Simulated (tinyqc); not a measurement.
Worked calculation: power iteration on a symmetric matrix. Computed by tinyqc, a small Python program that keeps every step. Settings: method = power, shift = -0.36. Command: `OMP_NUM_THREADS=1 python tinyqc.py 22497 22498 out.jsonl` (the two numbers bound the seeds that draw the settings). One thread of a shared host (Intel(R) Xeon(R) Processor @ 2.60GHz), about 0.01 s of CPU time with the checks.

A, lower triangle:
```
          1         2         3        4
1   0.25200
2  -0.37700   0.29300
3  -1.21000  -0.23000   0.64800
4  -0.63200  -0.17300  -0.27800  1.22200
```

Stop when the residual |A v - lambda v| is below 1e-9.

Steps:
```
step      lambda  residual
1     -0.1305509  1.30e+00
2      1.0600412  1.15e+00
3      1.5928901  5.66e-01
4      1.7120510  2.54e-01
5      1.7435002  1.41e-01
6      1.7571950  9.92e-02
7      1.7651150  7.68e-02
8      1.7700466  6.08e-02
9      1.7731479  4.81e-02
10     1.7750935  3.81e-02
11     1.7763101  3.01e-02
12     1.7770689  2.38e-02
13     1.7775414  1.87e-02
14     1.7778354  1.48e-02
15     1.7780181  1.17e-02
16     1.7781317  9.19e-03
17     1.7782023  7.24e-03
18     1.7782461  5.71e-03
19     1.7782733  4.50e-03
20     1.7782902  3.54e-03
21     1.7783007  2.79e-03
22     1.7783073  2.20e-03
23     1.7783113  1.73e-03
24     1.7783138  1.37e-03
25     1.7783154  1.08e-03
26     1.7783164  8.49e-04
27     1.7783170  6.69e-04
28     1.7783173  5.27e-04
29     1.7783176  4.16e-04
30     1.7783177  3.27e-04
```

Can the last value be used, and what does the course show?

Not by the stop rule, although the second column moves by less than 1e-06 over the last three steps. Not converged in 30 steps: the residual falls only by the ratio of the two largest distances of eigenvalues from the shift, 0.79 a step. all eigenvalues, for comparison: -1.13121  0.44276  1.32513  1.77832.
